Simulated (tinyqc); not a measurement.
Gain for each load and current direction: deformation-potential model of the X valleys of a conduction band.

Valleys with axes along x, y and z, one whole valley each. Herring-Vogt shift of a valley with unit axis a: dE = Xd tr(e) + Xu a.e.a. Non-degenerate shares n_i = exp(-dE_i/kT)/sum_j exp(-dE_j/kT). Inverse mass tensor of a valley: (1 - a a)/mt + a a/ml; the masses are taken as independent of strain.

s11 = (C11 + C12)/((C11 - C12)(C11 + 2 C12)), s12 = -C12/((C11 - C12)(C11 + 2 C12)), s44 = 1/C44; exx = s11 sxx + s12 (syy + szz) and cyclic, exy = s44 sxy/2; tension is positive. A uniaxial stress X along the unit vector n is s_ij = X n_i n_j.

Constants: kB = 8.617333262e-05 eV/K.

Inputs chosen for the exercise (near those of GaP; the results hold for these values, not for the real material): ml = 2.068 m0 (longitudinal mass); mt = 0.259 m0 (transverse mass); Xd = 1.6 eV (dilation potential); Xu = 6.35 eV (uniaxial potential); C11 = 144.9 GPa; C12 = 59.3 GPa; C44 = 67.7 GPa; X1 = 0.8 GPa (size of the stress); T = 350 K (temperature).

Each load has the size X1. Gain m_c(0)/m_c - 1 in per cent from repopulation alone, m_c = 1/(u.M.u), M = sum_i n_i (inverse mass tensor); biaxial means sxx = syy.

Gain (%); + is tension, - compression:

| load | [100] | [010] | [001] | [110] | [1-10] | [111] |
|---|---|---|---|---|---|---|
| uniaxial [110] (+) | 14.7 | 14.7 | -29.5 | 14.7 | 14.7 | 0.0 |
| uniaxial [110] (-) | -10.9 | -10.9 | 21.7 | -10.9 | -10.9 | 0.0 |
| uniaxial [100] (+) | 33.1 | -16.5 | -16.5 | 8.3 | 8.3 | 0.0 |
| uniaxial [100] (-) | -55.3 | 27.7 | 27.7 | -13.8 | -13.8 | 0.0 |
| uniaxial [111] (+) | 0.0 | 0.0 | 0.0 | 0.0 | 0.0 | 0.0 |
| uniaxial [111] (-) | 0.0 | 0.0 | 0.0 | 0.0 | 0.0 | 0.0 |
| biaxial (001) (+) | 27.7 | 27.7 | -55.3 | 27.7 | 27.7 | 0.0 |
| biaxial (001) (-) | -16.5 | -16.5 | 33.1 | -16.5 | -16.5 | 0.0 |

The largest gain is +33.1 %, for uniaxial [100] (+) with the current along [100] and biaxial (001) (-) with the current along [001]; for a [110] channel it is +27.7 %, under biaxial (001) (+). No gain or loss appears under uniaxial [111]: the valleys stay equivalent (in real silicon shear also changes the masses, which this model leaves out).

Run: tinyqc, `OMP_NUM_THREADS=1 python tinyqc.py 1081156 1081157 out.jsonl`; Intel(R) Xeon(R) Processor @ 2.30GHz, one thread, shared host; about 0.01 s of CPU time with all checks.
